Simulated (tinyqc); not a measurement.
Thermal, flicker and telegraph noise of a field-effect transistor: one step, computed by the program tinyqc. Command: `OMP_NUM_THREADS=1 python tinyqc.py 3013286 3013287 out.jsonl noise walk`. One thread of a shared host (Intel(R) Xeon(R) Processor @ 2.30GHz), about 0.01 s of CPU time with the checks.

Strong inversion, threshold roll-off and channel-length modulation left out; noise sources are uncorrelated and are given as one-sided spectral densities. The drain voltage is 50 mV.

Task: Thermal noise and corner. C_ox = 3.9 eps_0/t; I = mu C_ox (W/L) V_ov V_D; g_m = I/V_ov; g_d0 = I/V_D. Thermal: S_I = 4 k_B T g_d0; input-referred S_V = S_I/g_m^2; corner f_c where flicker equals thermal. Total input noise from 1 Hz to f_c: sqrt(S_V,thermal [f_c ln(f_c/1 Hz) + f_c - 1 Hz]).

Inputs (values chosen for the exercise, modelled on a silicon n-channel):
```
quantity                      value        unit
width W                          25  micrometre
length L                       2400          nm
electrical oxide thickness t    4.9          nm
mobility mu                     110  cm^2/(V s)
overdrive V_ov                 0.24           V
frequency f                     100          Hz
temperature T                   300           K
```

Operating region: linear. Flicker model: number with correlated mobility.

g_m = 40.37464 microsiemens

flicker S_I = 6.980577e-22 A^2/Hz

drain current I = 9.689915 microampere

Constants: k_B = 1.380649e-23 J/K; eps_0 = 8.8541878128e-12 F/m; e = 1.602176634e-19 C.

Give: thermal S_I; input-referred thermal noise; corner frequency f_c; input noise up to f_c; full shot noise 2eI over thermal S_I.

Result:

thermal S_I = 3.211e-24 A^2/Hz

input-referred thermal noise = 44.38 nV/sqrt(Hz)

corner frequency f_c = 21741 Hz

input noise up to f_c = 21.69 microvolt

full shot noise 2eI over thermal S_I = 0.9670

At f the noise is flicker dominated (f_c/f = 217).
